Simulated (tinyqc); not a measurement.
Optical gain and spontaneous emission in a bulk direct-gap semiconductor, step by step. Values are carried at full precision from step to step, so a last printed digit may differ when a step is redone from the rounded ones.

F_j(eta) = (1/Gamma(j + 1)) integral_0^infinity x^j dx/(1 + exp(x - eta)), which tends to exp(eta) for eta << 0.

Quasi-Fermi levels: n = Nc F_1/2(Fc/kT) and p = Nv F_1/2(Fv/kT), Fc counted up from the conduction edge and Fv down from the valence edge; Nc, Nv from N = 2 (m kB T/(4 pi c))^(3/2) with c = hbar^2/2m0, in 1/angstrom^3; times 1e24 for 1/cm^3, with me and (mhh^(3/2) + mlh^(3/2))^(2/3).

Constants: hbar^2/2m0 = 3.80998211 eV angstrom^2; kB = 8.617333262e-05 eV/K; fine-structure constant alpha = 0.007297352564; hbar = 6.58211957e-16 eV s; hbar c = 1973.269805 eV angstrom.

Parameters, chosen for this exercise (near those of InP; the results hold for these values, not for the real material):
- me = 0.0765 m0 (electron mass)
- mhh = 0.588 m0 (heavy-hole mass)
- mlh = 0.0864 m0 (light-hole mass)
- n = 5.3e+18 1/cm^3 (injected density, n = p)
- T = 350 K
- Eg = 1.354 eV (direct gap)
- Ep = 20 eV (Kane energy)
- nr = 3.35 (refractive index)
- E = 1.426 eV (photon energy)

## Quasi-Fermi levels

Solve for Fc and Fv.

kT = 0.030161 eV
Nc = 6.691e+17 1/cm^3
Nv = 1.506e+19 1/cm^3
Fc = 0.1393 eV
Fv = -0.0278 eV
Fc + Fv = 0.1115 eV

The separation of the quasi-Fermi levels exceeds the gap, so photons between Eg and Eg + (Fc + Fv) see gain. The quasi-Fermi level of the electrons lies inside the band, that of the holes in the gap.

## Absorption of the empty crystal

Parabolic bands, vertical transitions, no excitons. For each hole band j: mr = me mj/(me + mj); joint density of states J_j(E) = (mr/c)^(3/2) sqrt(E - Eg)/(2 pi^2), both spins, c = hbar^2/2m0; averaged matrix element |e.p|^2 = m0 Ep/6; alpha_j(E) = 4 pi^2 alpha_f c Ep J_j/(3 nr E) in 1/angstrom (alpha_f the fine-structure constant, listed as alpha among the constants), times 1e8 for 1/cm.

Evaluate at E for heavy and light holes.

mr, J and alpha of each hole band:
```
hole,mr (m0),J (1/(eV angstrom^3)),alpha (1/cm)
heavy,0.06769,3.219e-05,4931.3
light,0.04057,1.494e-05,2288.4
```

The heavy-hole band gives 68 % of the total, 7220 1/cm.

## Occupations and gain at E

For band j the electron sits at Ee = (E - Eg) mr/me above its edge and the hole at Eh = (E - Eg) mr/mj; fe = 1/(1 + exp((Ee - Fc)/kT)), fh = 1/(1 + exp((Eh - Fv)/kT)); gain g = sum_j alpha_j (fe + fh - 1).

Use mr and alpha from the table.

Energies, occupations and gain of each hole band:
```
hole,Ee (eV),Eh (eV),fe,fh,g (1/cm)
heavy,0.0637,0.0083,0.925,0.232,774
light,0.0382,0.0338,0.966,0.115,186
```

total gain = 959 1/cm

E - Eg = 0.0720 eV is below Fc + Fv = 0.1115 eV, so both bands give gain (Bernard-Duraffourg).

## Spontaneous emission

Spontaneous rate: R = integral of (nr E/(hbar c))^2/(pi^2 hbar) sum_j alpha_j fe fh dE, with alpha in 1/cm and (nr E/(hbar c))^2 in 1/cm^2 (1e16 per 1/angstrom^2); B = R/(n p); lifetime n/R.

Integrate over photon energy.

R = 1.91e+27 1/(cm^3 s)
B = 6.78e-11 cm^3/s
radiative lifetime = 2.78 ns

## Checks

- B at n = 1e13 1/cm^3 against the van Roosbroeck-Shockley value from alpha and ni^2 (cm^3/s): both 1.10e-10.

(tinyqc, `OMP_NUM_THREADS=1 python tinyqc.py 1681616 1681617 out.jsonl`, Intel(R) Xeon(R) Processor @ 2.30GHz, 1 thread, shared host, about 0.09 s.)
